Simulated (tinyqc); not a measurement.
Tunnelling through a gate dielectric, WKB transmission and Tsu-Esaki current: two steps of the calculation.

Electrons leave the emitter at x = 0. Energies E (motion across the layers) are in eV from the emitter Fermi level; the collector Fermi level lies at -V and offers states at every E. No charge in the dielectric and no image force: F1 = V/t1, U = phi1 - F1 x. With C = hbar^2/(2 m0), kappa = sqrt(m (U - E)/C) where U > E and 0 elsewhere; T(E) = exp(-S), S = 2 times the integral of kappa over x.

Inputs (values chosen for the exercise); dielectric values close to those of silicon dioxide: temperature T = 300 K; Fermi energy of the emitter above its band bottom Ef = 0.26 eV; emitter mass in the supply function me = 0.71 m0; barrier of layer 1 above the emitter Fermi level at zero bias phi1 = 3.07 eV; tunnelling mass of layer 1 m1 = 0.51 m0; thickness of layer 1 t1 = 3.4 nm; voltage across the dielectric V = 0.5 V; energy of the electron followed E = -0.18 eV; cells in each layer nc = 7; lower end of the energy grid Ea = -0.26 eV; upper end of the energy grid Eb = 0.29 eV; points of the energy grid nE = 13.

Constants: q = 1.602176634e-19 C, kB = 1.380649e-23 J/K, hbar = 1.054571817e-34 J s, m0 = 9.1093837015e-31 kg, Vt = kB T/q, hbar^2/(2 m0) = 0.0380998212 eV nm^2. Results are converted to the units shown.

Task 1. WKB exponent by the midpoint rule. Cut each layer into nc equal cells, take U and kappa at the cell centres, and sum S = 2 sum kappa h.

Find: x; U; kappa; S; T(E).

Result 1.

```
cell  x (nm)  U (eV)  kappa (1/nm)
0     0.2429  3.0343        6.5594
1     0.7286  2.9629        6.4861
2     1.2143  2.8914        6.4120
3     1.7000  2.8200        6.3370
4     2.1857  2.7486        6.2611
5     2.6714  2.6771        6.1843
6     3.1571  2.6057        6.1065
```

S = 43.079
T(E) = 1.9536e-19

Task 2. Current density on a coarse energy grid. Each layer adds (2/F) sqrt(m/C) [G(u at its left edge) - G(u at its right edge)] to S, with u = U - E (0 where negative) and G(u) = (2/3) u^1.5. The slope follows from 1/d = -dS/dE.

J = J0 times the integral of T(E) N(E) dE, N = ln[(1 + exp(-E/Vt))/(1 + exp((-E - V)/Vt))], J0 = q^2 me m0 kB T/(2 pi^2 hbar^3) (times 1e-4 for A/cm^2 per eV), by Simpson's rule on nE equally spaced points from Ea to Eb.

Find: E; T(E); N; T(E) N; J0; J.

Result 2.

```
point    E (eV)        T(E)          N      T(E) N
0      -0.26000  1.1037e-19     10.057  1.1100e-18
1      -0.21417  1.5297e-19     8.2846  1.2673e-18
2      -0.16833  2.1253e-19     6.5129  1.3842e-18
3      -0.12250  2.9603e-19     4.7472  1.4053e-18
4      -0.07667  4.1341e-19     3.0158  1.2468e-18
5      -0.03083  5.7887e-19     1.4577  8.4380e-19
6       0.01500  8.1277e-19    0.44454  3.6131e-19
7       0.06083  1.1444e-18   0.090819  1.0393e-19
8       0.10667  1.6159e-18   0.016018  2.5883e-20
9       0.15250  2.2885e-18  0.0027385  6.2670e-21
10      0.19833  3.2507e-18  4.6563e-4  1.5136e-21
11      0.24417  4.6319e-18  7.9098e-5  3.6637e-22
12      0.29000  6.6209e-18  1.3434e-5  8.8946e-23
```

J0 = 2.9704e8 A/(cm^2 eV)
J = 9.8282e-11 A/cm^2

The integrand peaks at E = -0.122 eV among these points.

Numbers from tinyqc (`OMP_NUM_THREADS=1 python tinyqc.py 2540140 2540141 out.jsonl`; about 0.02 s on one thread of a shared Intel Xeon 2.30GHz).
